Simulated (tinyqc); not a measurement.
# Worked calculation: bandgap voltage reference from two bipolar transistors

Computed by the program tinyqc: `OMP_NUM_THREADS=1 python tinyqc.py 2062023 2062024 out.jsonl`, one thread of a shared Intel Xeon 2.30GHz, about 0.02 s for the whole run. Printed values are rounded.

Two transistors of area 1 and N carry the same current I. Is(T) = Is (T/T0)^eta exp[(Vg0 q/kB)(1/T0 - 1/T)], VBE1 = Vt ln(I/Is(T)) + I rb, VBE2 = Vt ln(I/(N Is(T))) + I rb/N. The amplifier forces I R1(T) = VBE1 - VBE2 + Vos, with R(T) = R (1 + tc (T - T0)) for both resistors, and the output is Vref = VBE1 + I R2(T). Base currents and the Early effect are neglected.

Parameters, values chosen for the exercise; values of the order met in silicon bipolar transistors:
```
symbol    value   unit                                                   meaning
T0          323      K                                     reference temperature
Vg0        1.19      V                      band-gap voltage extrapolated to 0 K
eta         4.3                   temperature exponent of the saturation current
Is      2.4e-16      A           saturation current of the unit transistor at T0
N            15                              area ratio of the second transistor
R1           26   kohm  resistor across which the difference of VBE falls, at T0
tc            0  ppm/K                 temperature coefficient of both resistors
Vos           0     mV                                   offset of the amplifier
rb            0    ohm                  series resistance of the unit transistor
R2          216   kohm                                     output resistor at T0
T           233      K                                               temperature
```

Constants: q = 1.602176634e-19 C, kB = 1.380649e-23 J/K. Results are converted to the units shown.

## Operating point at the reference temperature

Vt = kB T/q; I = (Vt ln N + Vos)/(R1(T) - rb (1 - 1/N)). Evaluate at T = T0.

Vt = 0.0278340 V
I = 2.89907 uA
Is(T) = 2.4e-16 A
VBE1 = 0.646160 V
I R2 = 0.626199 V
Vref = 1.27236 V

## Operating point at another temperature

Vt = kB T/q; I = (Vt ln N + Vos)/(R1(T) - rb (1 - 1/N)).

Vt = 0.0200784 V
I = 2.09128 uA
Is(T) = 3.96493e-24 A
VBE1 = 0.819335 V
I R2 = 0.451716 V
Vref = 1.27105 V

From T0 to T, VBE1 changes by 173 mV and I R2 by -174 mV, which leaves -1.31 mV in Vref.

## Resistor for zero slope at T0, ideal case

With tc = 0, Vos = 0 and rb = 0 the current is proportional to T, dVBE/dT = (VBE - Vg0 - (eta - 1) Vt)/T, and Vref has zero slope at T0 when Vref = Vg0 + (eta - 1) Vt0. Find VBE1, its slope, that Vref, R2/R1 and the curvature d2Vref/dT2 = -(eta - 1) kB/(q T0).

VBE1 = 0.646160 V
dVBE/dT = -1.96809 mV/K
Vref = 1.28185 V
R2/R1 = 8.43364
curvature = -0.880409 uV/K^2
